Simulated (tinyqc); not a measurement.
Interface traps by the conductance method, a continuum of levels: one step of the calculation.

MOS capacitor on an n-type substrate; psi is the band bending, negative in depletion; only majority carriers are counted. The traps exchange electrons with the conduction band; their admittance lies in parallel with Cd, and that pair in series with Cox and Rs. w = 2 pi f.

Task. Extraction from the readings. Ignoring Rs: Gp/w = w Cox^2 Gm/[Gm^2 + w^2 (Cox - Cm)^2].

Cox = 156.96060 nF/cm^2
Cm = 115.60104 nF/cm^2
Gm/w = 5.0042184 nF/cm^2

Find: extracted Gp/w.

Result.

extracted Gp/w = 71.03 nF/cm^2

The uncorrected series resistance makes this 12 % above the true Gp/w.

Numbers from tinyqc (`OMP_NUM_THREADS=1 python tinyqc.py 2030018 2030019 out.jsonl`; about 0.01 s on one thread of a shared Intel Xeon 2.30GHz).
